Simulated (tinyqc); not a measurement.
Formation energy of a charged point defect from supercell energies: one step, computed by the program tinyqc.

The host is a compound AB. Making the defect adds n_A = -1, n_B = 0, n_X = 1 atoms to the cell. All total energies are inputs. E_F is counted from the valence-band maximum (VBM); x = 0 is A-rich and x = 1 B-rich growth.

Task: Transition levels and the lower envelope. eps(q/q') = [E_f(q', 0) - E_f(q, 0)]/(q - q'). U of state q is eps(q/q-1) - eps(q+1/q). The stable state at each E_F is the lowest line E_f(q, 0) + q E_F.

Inputs (values chosen for the exercise, for a model compound AB): gap E_g = 2.11 eV; dielectric constant eps = 10.6; cell length L = 11.4 angstrom.

Defect: impurity X on an A site. Supercell lattice: bcc.

charge states q: [1, 0, -1, -2]

E_f(q, 0) (eV): (q=+1) 2.729099, (q=0) 3.715000, (q=-1) 5.272099, (q=-2) 7.135395

Give: One-electron levels above the VBM (eV); Stable states.

Result:

One-electron levels above the VBM (eV):
```
level,energy,U of the state between this level and the next
(+1/0),0.9859,0.57120
(0/-1),1.5571,0.30620
(-1/-2),1.8633,-
```

Stable states:
```
q,from E_F (eV),to E_F (eV)
+1,0.0000,0.9859
0,0.9859,1.5571
-1,1.5571,1.8633
-2,1.8633,2.1100
```

Stable in the gap, from the VBM up: +1, 0, -1, -2. Caution: the largest image-charge correction in these energies, q^2 alpha e^2/(8 pi eps_0 eps L) with alpha = 2.888462, exceeds a quarter of the gap; the point-charge term alone is then a rough estimate, usually too large for a charge that is spread out.
